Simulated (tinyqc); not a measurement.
Kinetics of strain relaxation and threading dislocations in mismatched semiconductor layers: one step, computed by the program tinyqc.

60-degree dislocations on {111} planes of a (001) layer, isotropic elasticity. The Schmid factor is 1/sqrt(6), and a misfit segment relieves strain with b/2.

Task: Relaxation in the anneal. Excess resolved stress tau = (1/sqrt 6) [2 G (1 + nu)/(1 - nu)] (e - e_eq), e_eq = b (1 - nu/4) [ln(h/b) + 1]/(4 pi (1 + nu) h), the Matthews-Blakeslee strain of an uncapped layer; glide velocity v = v0 tau exp(-Q/(k_B T)), tau in MPa. Threads run in two directions, so de/dt = -(b/4) rho v, with rho fixed. With x = e - e_eq, x0 = f - e_eq (fully strained at t = 0) and v = m S x (m the mobility, S x = tau): x = x0 exp(-t/t_r), t_r = 4/(b rho_0 m S). The half time is that at which x = x0/2.

Inputs (values chosen for the exercise, modelled on Ge on Si): misfit f = 0.0427; shear modulus G = 55 GPa; Poisson ratio nu = 0.26; Burgers vector b = 4 angstrom; anneal temperature T = 699 K; anneal time t = 1600 s; initial thread density rho_0 = 55000 1/cm^2; multiplication constant delta = 21000 1/m.

Sources: fixed density of threads.

mobility v/tau = 7.568336e-08 m/s per MPa

equilibrium strain e_eq = 0.004700854

Give: strain left e; share of the excess strain relieved; thread density; half time.

Result:

strain left e = 0.02754

share of the excess strain relieved = 39.91 %

thread density = 55000 1/cm^2

half time = 2178 s

Relaxation is under way. The misfit lines laid down are 0.013 micrometre apart. Caution: at stresses above about 1 GPa the linear velocity law understates glide, as stress lowers the kink barrier. Caution: at such misfit the layer islands and relaxes during the first nanometres, so a uniform strained start is an idealisation. Caution: blocking of threads by crossing misfit lines, left out here, leaves real layers with more strain.
